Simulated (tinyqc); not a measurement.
Inside a calculation. Model: Born-von Karman spring model of a cubic crystal with one atom per cell. Computed by tinyqc, a small Python program that keeps every step. Command: `OMP_NUM_THREADS=1 python tinyqc.py 3002693 3002694 out.jsonl springs walk`. One thread of a shared host (Intel(R) Xeon(R) Processor @ 2.30GHz), about 0.1 s of CPU time with the checks. Intermediate numbers are printed to about 5 digits and carried at full precision; extremes and crossings named in words are read from the listed rows.

First neighbours lie at a/2 (1,1,0) (12 of them), second at a (1,0,0) (6), with all permutations and signs; the volume per atom is Omega = a^3/4. Two shells of springs match a real metal only roughly, above all at the zone boundary.

Inputs (values chosen for the exercise, modelled on silver): lattice constant a = 4.09 angstrom; atomic mass M = 107.87 u; radial spring k1L = 1.46 eV/angstrom^2; transverse spring k1T = -0.096 eV/angstrom^2; radial spring k2L = 0.011 eV/angstrom^2; transverse spring k2T = -0.011 eV/angstrom^2; mesh divisions n = 10; temperature T = 200 K.

Lattice: fcc.

wave vector q (2 pi/a): [0.12, 0.3, 0]

Constants: nu for 1 eV/(angstrom^2 u) = 15.6333042 THz; 1 eV/angstrom^3 = 160.2176634 GPa; u = 1.6605390666e-27 kg; h x 1 THz = 4.135667696 meV; k_B = 8.617333262e-05 eV/K; hbar^2/u = 4.18015928e-03 eV angstrom^2; hbar = 1.054571817e-34 J s; k_B = 1.380649e-23 J/K.

## Dynamical matrix at q

A neighbour at R with unit vector n couples by the matrix K(R) = kL n n^T + kT (1 - n n^T), and D(q) = (1/M) sum_R K(R) [1 - cos(q.R)].

D(q) (eV/(angstrom^2 u)), rows x, y, z:
$$\begin{pmatrix}
0.011565 & 0.008592 & 0.000000 \\
0.008592 & 0.021855 & 0.000000 \\
0.000000 & 0.000000 & 0.010264
\end{pmatrix}$$

## Frequencies and polarisations

Diagonalise D. An eigenvalue lambda of D in eV/(angstrom^2 u) gives nu = 15.6333042 THz x sqrt(lambda). Eigenvectors are columns, with the largest component positive; the longitudinal weight is (e.q)^2/q^2.

eigenvalues (eV/(angstrom^2 u)): [0.006696, 0.010264, 0.026725]

frequencies (THz): [1.2792, 1.5838, 2.5557]

polarisation vectors, rows x, y, z, columns mode 1, mode 2, mode 3:
$$\begin{pmatrix}
0.8700 & 0.0000 & 0.4931 \\
-0.4931 & 0.0000 & 0.8700 \\
0.0000 & 1.0000 & 0.0000
\end{pmatrix}$$

longitudinal weights: [0.01815, 0.00000, 0.98185]

Mode 3 is the most longitudinal, with weight 0.98.

## Elastic constants from long waves

[ij,kl] = (1/(2 Omega)) sum_R K_ij R_k R_l; C11 = [xx,xx], C44 = [xx,yy], C12 = 2 [xy,xy] - C44; B = (C11 + 2 C12)/3; Zener ratio A = 2 C44/(C11 - C12). K(R) = kL n n^T + kT (1 - n n^T).

C11 = 108.59 GPa

C12 = 77.719 GPa

C44 = 44.187 GPa

bulk modulus B = 88.009 GPa

Zener ratio A = 2.8629

C12 - C44 = 33.53 GPa: the Cauchy relation fails because sum_R kT R^2 is not zero; a negative sum gives a positive Cauchy pressure.

## Sound velocities

rho = M/Omega and v = sqrt(C/rho), with C = C11, C44, C44 along [100]; (C11 + C12 + 2 C44)/2, C44, (C11 - C12)/2 along [110]; (C11 + 2 C12 + 4 C44)/3 and twice (C11 - C12 + C44)/3 along [111].

density rho = 10472 kg/m^3

Velocities (m/s):
```
direction  longitudinal  transverse 1  transverse 2
[100]            3220.1        2054.1        2054.1
[110]            3621.4        2054.1        1214.0
[111]            3745.7        1545.6        1545.6
```

Along [110] the two transverse waves differ by a factor sqrt(2 C44/(C11 - C12)) = 1.692.

## Frequencies at the zone boundary

The formulas are those given above.

Frequencies (THz) at points given in 2 pi/a:
```
point                nu 1    nu 2    nu 3
X (1, 0, 0)        3.2591  3.2591  4.9722
L (0.5, 0.5, 0.5)  2.0835  2.0835  5.0491
W (1, 0.5, 0)      3.2743  4.1920  4.1920
K (0.75, 0.75, 0)  2.9379  3.9600  4.5352
```

## Highest frequency at X

Take the highest frequency at X = (1, 0, 0) (2 pi/a).

highest frequency at X = 4.9722 THz

## Dispersion against the sound-wave line

The last column divides the top branch by the straight line with its slope at G. End points in 2 pi/a: X = (1, 0, 0), L = (0.5, 0.5, 0.5).

Frequencies (THz) along two lines:
```
line  fraction of the way    nu 1    nu 2    nu 3  nu 3 / linear
G-X                  0.10  0.5004  0.5004  0.7839        0.99570
G-X                  0.25  1.2270  1.2270  1.9158        0.97336
G-X                  0.40  1.8920  1.8920  2.9380        0.93292
G-X                  0.55  2.4585  2.4585  3.7938        0.87611
G-X                  0.70  2.8926  2.8926  4.4377        0.80521
G-X                  0.85  3.1658  3.1658  4.8370        0.72278
G-X                  1.00  3.2591  3.2591  4.9722        0.63155
G-L                  0.10  0.3259  0.3259  0.7899        0.99589
G-L                  0.25  0.7973  0.7973  1.9322        0.97450
G-L                  0.40  1.2247  1.2247  2.9678        0.93549
G-L                  0.55  1.5843  1.5843  3.8394        0.88016
G-L                  0.70  1.8564  1.8564  4.4988        0.81033
G-L                  0.85  2.0260  2.0260  4.9096        0.72827
G-L                  1.00  2.0835  2.0835  5.0491        0.63662
```

Along G-X the top branch ends at 63 % of its linear extrapolation, near the 2/pi = 64 % of a chain with one spring. Along G-L the top branch ends at 64 % of its linear extrapolation, which is the 2/pi of a pure sine: planes normal to this line couple to their next planes alone. A Debye model keeps the straight line throughout.

## Thermal sums on a mesh

Mesh: q = sum_i (m_i + 1/2)/n b_i, m_i = 0..n-1, with b = [[-1, 1, 1], [1, -1, 1], [1, 1, -1]] in 2 pi/a; sums are averages over the n^3 points, per atom. With x = h nu/(k_B T) and n = 1/(exp(x) - 1) for each mode: F = k_B T [x/2 + ln(1 - exp(-x))], U = k_B T x (n + 1/2), S/k_B = x n - ln(1 - exp(-x)), C/k_B = x^2 n (n + 1). <u_x^2> = (1/3) sum over modes of hbar^2/(2 M h nu) coth(x/2); zero-point energy = sum h nu/2. <u_x^2> converges slowly with the mesh, from below, with an error of order 1/n.

free energy F = -15.045 meV/atom

energy U = 54.502 meV/atom

entropy S = 4.0353 k_B/atom

heat capacity C = 2.8423 k_B/atom

<u_x^2> = 0.0065897 angstrom^2

zero-point energy = 19.987 meV/atom

C is 95 % of the classical 3 k_B, and the zero-point energy is 37 % of U.

## Debye temperature from the elastic constants

Christoffel matrix G_xx = C11 n_x^2 + C44 (1 - n_x^2), G_xy = (C12 + C44) n_x n_y, with eigenvalues rho v^2; v_m^-3 is the mean of v^-3 over three branches and all directions (12 Gauss-Legendre points in cos(theta) times 24 angles phi = (j + 1/2) pi/12); q_D = (6 pi^2/Omega)^(1/3); Theta = hbar v_m q_D/k_B.

mean velocity v_m = 1841.7 m/s

Debye wave number q_D = 1.5128 1/angstrom

elastic Debye temperature = 212.81 K

## Full spectrum, Debye and Einstein heat capacities

Mesh: q = sum_i (m_i + 1/2)/n b_i, m_i = 0..n-1, with b = [[-1, 1, 1], [1, -1, 1], [1, 1, -1]] in 2 pi/a; sums are averages over the n^3 points (here n = 14), per atom. Debye: C = 9 k_B (T/Theta)^3 int_0^(Theta/T) x^4 e^x/(e^x - 1)^2 dx with the elastic Theta. Einstein: three modes at the root-mean-square frequency. The last column is the Theta that makes the Debye formula give the full C at that T.

root-mean-square frequency = 3.3826 THz

Heat capacity (k_B/atom):
```
T (K)  full spectrum   Debye  Einstein  Theta from C (K)
26            0.4771  0.3911    0.2281            196.58
38            1.0117  0.9093    0.7857            200.43
53            1.5789  1.5024    1.4480            203.85
74            2.0944  2.0504    2.0391            206.30
110           2.5253  2.5058    2.5100            207.99
160           2.7593  2.7505    2.7554            208.81
210           2.8564  2.8514    2.8550            209.12
320           2.9368  2.9347    2.9365            209.38
```

The apparent Theta runs from 197 to 209 K against the elastic 213 K; at high T it tends to sqrt(5/3) h nu_rms/k_B = 210 K. At the lowest T the Debye value is 0.82 and the Einstein value 0.48 times the full one; dispersion bends the branches below the sound lines, so the real spectrum has more low modes than Debye assumes. At the highest T Debye misses by 0.070 % and Einstein by 0.0092 %.

Checks made by the program: slopes of the dispersion along [110] against the sound velocities (relative difference 2e-08); F = U - T S (relative difference below 1e-10).
